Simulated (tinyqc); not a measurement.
# Changing the carrier flow F2

Model: precursor delivery by bubblers, mass-transport growth and the solid composition of a III-V alloy. Computed by tinyqc, a small Python program. Command: `OMP_NUM_THREADS=1 python tinyqc.py 3008491 3008492 out.jsonl movpe_thermo sweep`. One thread of a shared host (Intel(R) Xeon(R) Processor @ 2.30GHz), about 0.01 s of CPU time with the checks.

1 sccm = 44.615 micromol/min; 1 torr = 133.322 Pa. The sources decompose fully at the surface.

Inputs (values chosen for the exercise, modelled on trimethylgallium (source 1) and trimethylindium (source 2) for the vapour pressures):
```
quantity                                                                                                  value        unit
bath temperature T1                                                                                         270           K
bath temperature T2                                                                                         293           K
bubbler pressure p_b                                                                                       1400        torr
carrier flow F1                                                                                              32        sccm
total flow F_t                                                                                               15         slm
group-V flow F_V                                                                                             71        sccm
reactor pressure p                                                                                           40        torr
growth temperature T                                                                                        990           K
diffusivity at 273 K and 760 torr                                                                          0.45      cm^2/s
flow cross-section A                                                                                         75        cm^2
distance from the leading edge z                                                                             14          cm
lattice constant a                                                                                         5.75    angstrom
interaction L0 of the solid                                                                                16.7      kJ/mol
log10 of p_B,eq over pure BC at 1000 K and 1 torr of group V (exaggerated: liquid indium has about -4.1)   -2.5  log10 torr
enthalpy of that equilibrium H                                                                              261      kJ/mol
```

Alloy: mixing on the group-III sites, with desorption of B.

constants a, b of source 1 (log10 torr, K): 8.042  1703

constants a, b of source 2 (log10 torr, K): 10.54  3014

Constants: k_B = 1.380649e-23 J/K; R = 8.314462618 J/(mol K).

Method:
- log10 p_v = a - b/T_bath; molar flow = F x 44.615 x p_v/(p_b - p_v) for a saturated bubbler.
- p_i = p n_i/(44615 F_t), F_t in slm; p_V = p F_V/(1000 F_t), counted per molecule supplied; V/III = 44.615 F_V/(n1 + n2); vapour fraction of source 2 = n2/(n1 + n2).
- Mean velocity u = (F_t/A)(760/p)(T/273); D = D0 (T/273)^1.75 (760/p); boundary layer delta = sqrt(pi D z/u); flux = D dp/(delta k_B T); growth rate = flux x a^3/4.
- A sticks fully. B desorbs: its surface pressure is p_B* = x gamma_B K/sqrt(p_V), ln gamma_B = L0 (1 - x)^2/(R T), K = 10^(log10 K at 1000 K) exp[-(H/R)(1/T - 1/1000)], p_V in torr. With equal diffusivities x = (p_2 - p_B*)/(p_1 + p_2 - p_B*). Growth rate = rate per torr x p_1/(1 - x).

One run for each value:
```
carrier flow F2 (sccm)  solid fraction x  vapour fraction of source 2  growth rate (micrometre/h)  V/III ratio
22                               0.00173                       0.0214                       1.187        53.84
38                               0.00300                       0.0364                       1.188        53.01
65                               0.00518                       0.0606                       1.191        51.68
110                              0.00889                       0.0985                       1.195        49.60
190                              0.01573                       0.1587                       1.204        46.28
310                              0.02668                       0.2354                       1.217        42.06
530                              0.04930                       0.3448                       1.246        36.04
900                              0.09796                       0.4719                       1.313        29.05
```

Over the rows, solid fraction x rises from 0.00173 to 0.0980 (exponent d ln y / d ln x 1.0 between the first rows and 1.3 between the last); vapour fraction of source 2 rises from 0.0214 to 0.472 (exponent d ln y / d ln x 0.97 between the first rows and 0.59 between the last); growth rate (micrometre/h) rises from 1.19 to 1.31 (exponent d ln y / d ln x 0.0023 between the first rows and 0.099 between the last).

Caution (all rows): the boundary layer is a quarter or more of the root of the cross-section, so it fills much of the channel and depletion along the flow matters.

Extremes, crossings and ranges named in words are read from the listed rows.
